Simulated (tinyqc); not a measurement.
Charge neutrality level from zone-averaged pseudopotential bands, step by step. Values are carried at full precision from step to step, so a last printed digit may differ when a step is redone from the rounded ones.

Empirical pseudopotential on the fcc lattice, atoms at +/- tau, tau = a (1,1,1)/8, no spin-orbit coupling. H(G,G') = c (2 pi/a)^2 |k + G|^2 delta + VS(q) cos(q.tau) + i VA(q) sin(q.tau), q = G - G', c = hbar^2/2m0; k and G in units of 2 pi/a; VS at |q|^2 = 3, 8, 11 and VA at 3, 4, 11, in rydberg, zero elsewhere. At each k the basis holds all G with |k + G|^2 up to 16; energies are counted from the fourth level at Gamma.

Mesh: k = sum_i (n_i + 1/2)/N b_i, n_i = 0 ... N - 1, b = (-1,1,1), (1,-1,1), (1,1,-1); points with the same sorted |kx|, |ky|, |kz| after folding to the shortest k + G are joined, with their count as weight. Neutrality (branch-point) level: E_N = (1/2) mean over k of [E5 + (E3 + E4)/2], E_n the n-th level from below.

Constants: hbar^2/2m0 = 3.80998211 eV angstrom^2; Ry = 13.60569312 eV.

Parameters, chosen for this exercise (classic local form factors of the size used for Si, without spin-orbit coupling; shifted at random, so the results belong to these values and not to a real crystal): a = 5.422 angstrom (lattice constant); VS = (-0.208, 0.041, 0.081) Ry (symmetric form factors); VA = (0, 0, 0) Ry (antisymmetric form factors); mesh = 4 (points along each reciprocal vector).

## Levels on the mesh

Diagonalise at each joined point.

Levels (eV):

| kx | ky | kz | weight | E3 | E4 | E5 | E6 |
|---|---|---|---|---|---|---|---|
| 0.1250 | 0.1250 | 0.1250 | 2 | -0.2894 | -0.2894 | 3.0843 | 3.8148 |
| 0.3750 | 0.1250 | 0.1250 | 6 | -1.3825 | -1.2961 | 2.5710 | 4.5592 |
| 0.3750 | 0.3750 | 0.1250 | 6 | -2.4576 | -0.8134 | 3.2378 | 4.3585 |
| 0.3750 | 0.3750 | 0.3750 | 2 | -1.1753 | -1.1753 | 1.9974 | 4.0550 |
| 0.6250 | 0.1250 | 0.1250 | 6 | -2.8488 | -2.3695 | 1.5983 | 3.1478 |
| 0.6250 | 0.3750 | 0.1250 | 12 | -3.5429 | -2.0598 | 3.2704 | 4.0192 |
| 0.6250 | 0.3750 | 0.3750 | 6 | -2.4307 | -1.6846 | 2.5507 | 3.9952 |
| 0.6250 | 0.6250 | 0.1250 | 6 | -4.2532 | -2.0248 | 2.1108 | 5.9495 |
| 0.8750 | 0.1250 | 0.1250 | 6 | -3.6808 | -2.8815 | 1.0596 | 2.1993 |
| 0.8750 | 0.3750 | 0.1250 | 12 | -4.3317 | -3.1665 | 2.6713 | 4.6501 |

## Gaps

Level 5 at Gamma, at the lowest of (f,0,0) with f = 0.8, 0.85, 0.9, 1, and at (1/2,1/2,1/2).

gaps to Gamma, Delta/X, L (eV): 3.3369  0.7319  1.8506

## The neutrality level

Energies are counted from the valence top at Gamma. E_N = (1/2) weighted mean of [E5 + (E3 + E4)/2]. Compare with half the smallest indirect gap, min(Delta/X, L)/2, and give the barrier for electrons in the limit of full pinning, min(gaps) - E_N.

mean of E5 = 2.5036 eV
mean of (E3 + E4)/2 = -2.5923 eV
E_N = -0.0443 eV
half the indirect gap = 0.3659 eV
pinned barrier for electrons = 0.7762 eV

E_N lies below the valence top by 0.044 eV. The two estimates differ by 0.41 eV; both rules are good to a few tenths of an eV only, so a position within that distance of a band edge or of mid-gap is not settled. Local form factors place the indirect gaps only to a few tenths of an eV, and E_N moves with them. Spin-orbit coupling, left out, would lift the valence top by a third of its splitting.

## Checks

- Sum of the weights against N^3: both 64.

Computed by tinyqc, a small Python program: `OMP_NUM_THREADS=1 python tinyqc.py 1850735 1850736 out.jsonl` (the numbers bound the seed that draws the inputs); one thread of a shared host (Intel(R) Xeon(R) Processor @ 2.30GHz), about 0.1 s for the whole set of steps.
